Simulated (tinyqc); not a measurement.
What each parameter does: finite square well with mass mismatch (envelope functions).

A square well of width L and depth V0, mass mw inside and mb outside, energies from the bottom of the well, c = hbar^2/2m0. k = sqrt(mw E/c), kappa = sqrt(mb (V0 - E)/c). psi and psi'/m are continuous at the walls (BenDaniel-Duke), so level n solves k L + 2 atan[(k/mw)/(kappa/mb)] = n pi.

Constants: hbar^2/2m0 = 3.80998211 eV angstrom^2.

Inputs chosen for the exercise (near those of a non-polar GaN well in AlGaN; the results hold for these values, not for the real material):
- L = 50 angstrom (well width)
- V0 = 0.63 eV (barrier height)
- mw = 0.207 m0 (mass in the well)
- mb = 0.25 m0 (mass in the barrier)

Parabolic bands. Pb is the probability of level 1 in the barriers, (A^2/kappa)/(A^2/kappa + L/2 + sin(kL)/(2k)) with A = cos(kL/2).

Results for these values:
```
case  E1 (eV)  bound levels      Pb  V0 - E1 (eV)
base   0.0473             3  0.0147        0.5827
```

What happens to each result for L = 55 angstrom, all else kept?

Answer: E1 falls from 0.0473 to 0.0405; bound levels rises from 3 to 4; Pb falls from 0.0147 to 0.0116; V0 - E1 rises from 0.5827 to 0.5895.

The same for each parameter in turn:
```
case             E1 (eV)  bound levels      Pb  V0 - E1 (eV)
base              0.0473             3  0.0147        0.5827
L = 55 angstrom   0.0405             4  0.0116        0.5895
V0 = 0.535 eV     0.0458             3  0.0179        0.4892
mw = 0.1863 m0    0.0504             3  0.0169        0.5796
mb = 0.2 m0       0.0492             3  0.0142        0.5808
```

(tinyqc, `OMP_NUM_THREADS=1 python tinyqc.py 1281310 1281311 out.jsonl`, Intel(R) Xeon(R) Processor @ 2.30GHz, 1 thread, shared host, about 0.01 s.)
